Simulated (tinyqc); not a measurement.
## Ballistic conductance of a hard-wall strip of a two-dimensional electron gas by counting modes: conductance against Fermi energy

Subband edges E_n = C (n pi/W)^2/m, n = 1, 2, ...; C = hbar^2/(2 m0). Every mode transmits fully; spin gives the factor 2 in 2 q^2/h, valleys the factor gv.

G = (2 q^2/h) gv M; at zero temperature M counts the edges below Ef, at T it is the sum of degeneracy times f. The smooth (Sharvin) count is kF W/pi, kF = sqrt(m Ef/C), and with the boundary term kF W/pi - 1/2. f = 1/(1 + exp((E_n - Ef)/Vt)).

Inputs (values chosen for the exercise): temperature T = 300 K; mass m = 0.041 m0; valleys gv = 2; width W = 28 nm.

Constants: q = 1.602176634e-19 C, kB = 1.380649e-23 J/K, hbar = 1.054571817e-34 J s, h = 6.62607015e-34 J s, m0 = 9.1093837015e-31 kg, Vt = kB T/q, hbar^2/(2 m0) = 0.0380998212 eV nm^2. Results are converted to the units shown.

Conductance against Fermi energy:
```
Ef (eV)  M at T = 0  M at T  smooth count  with boundary term  G (uS)
0.052             2   1.495         2.108               1.608   231.6
0.089             2   2.159         2.758               2.258   334.5
0.126             3   2.721         3.282               2.782   421.7
0.163             3   3.178         3.733               3.233   492.4
0.199             4   3.609         4.124               3.624   559.3
0.236             4   3.963         4.492               3.992   614.2
0.273             4   4.287         4.831               4.331   664.3
0.31              5   4.668         5.148               4.648   723.3
0.346             5   4.938         5.438               4.938   765.2
0.383             5   5.157         5.722               5.222   799.1
0.42              5   5.484         5.992               5.492   849.9
```

Read the table: what changes, and by how much?

The integer count climbs from 2 to 5; the smooth count goes as Ef^(0.50). In the last row M at T is 8.5 % below the smooth count and 0.14 % below the count with the boundary term: hard walls push the wave away from the edge and cost modes. The largest gap between M at T and the integer count is 0.51. In 4 of the 11 rows Ef exceeds 0.3 eV, where real bands are no longer parabolic.

Program tinyqc, `OMP_NUM_THREADS=1 python tinyqc.py 2740003 2740004 out.jsonl`; Intel Xeon 2.30GHz, shared host, one thread, about 0.04 s.
